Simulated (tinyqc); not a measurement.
Kissinger analysis: growth of a silicide layer between metal and silicon: linear-parabolic kinetics, ramp anneals and Kissinger analysis. Computed by tinyqc, a small Python program. Command: `OMP_NUM_THREADS=1 python tinyqc.py 3017062 3017063 out.jsonl silicide walk`. One thread of a shared host (Intel(R) Xeon(R) Processor @ 2.30GHz), about 0.1 s of CPU time with the checks.

One compound layer of thickness x grows by diffusion through itself and reaction at an interface, dx/dt = 1/(2x/K + 1/v), until the metal is used up at x = a h.

Inputs (values chosen for the exercise, modelled on NiSi):

| quantity | value | unit |
|---|---|---|
| metal thickness h | 41 | nm |
| silicide formed per metal thickness a | 2.2 | - |
| prefactor of the parabolic constant K | 1.6e+13 | nm^2/s |
| activation energy E of K | 1.64 | eV |
| prefactor of the interface velocity v | 5.1e+13 | nm/s |
| activation energy E_v | 1.8 | eV |

Constants: k_B = 8.617333262e-05 eV/K.

Method:
- The silicide ends at the thickness a h.
- K = K0 exp(-E/(k_B T)), v = v0 exp(-E_v/(k_B T)).
- Temperatures in kelvin are T(C) + 273.15.
- Ramp from x = 0 at 100 C at the rate beta: dx/dT = (1/beta)/(2x/K + 1/v), integrated adaptively (tolerance 1e-9) until x = a h at T_f.
- Plot ln(beta/T_f^2) against 1/(k_B T_f), T_f in kelvin; minus the least-squares slope estimates the activation energy.

final thickness = 90.2 nm

Ramps:

| beta (C/s) | T_f (C) | 1/(k_B T_f) (1/eV) | ln(beta/T_f^2) |
|---|---|---|---|
| 0.03 | 407.29 | 17.054 | -16.552 |
| 0.1 | 435.64 | 16.372 | -15.430 |
| 0.3 | 463.59 | 15.751 | -14.408 |
| 1 | 496.79 | 15.072 | -13.293 |
| 3 | 529.72 | 14.454 | -12.278 |
| 10 | 569.08 | 13.778 | -11.170 |
| 30 | 608.38 | 13.164 | -10.162 |

Kissinger energy = 1.6424 eV

What does the comparison show, and why?

A thousandfold faster ramp raises the completion temperature by only 201 C. The fit gives 1.642 eV, against E = 1.64 eV for diffusion and E_v = 1.8 eV for the interface: diffusion controls. Caution: nucleation and competing phases are left out; disilicides such as CoSi2 and the low-resistance form of TiSi2 start by nucleation and follow this law at best in part.

Extremes, crossings and ranges named in words are read from the listed rows.
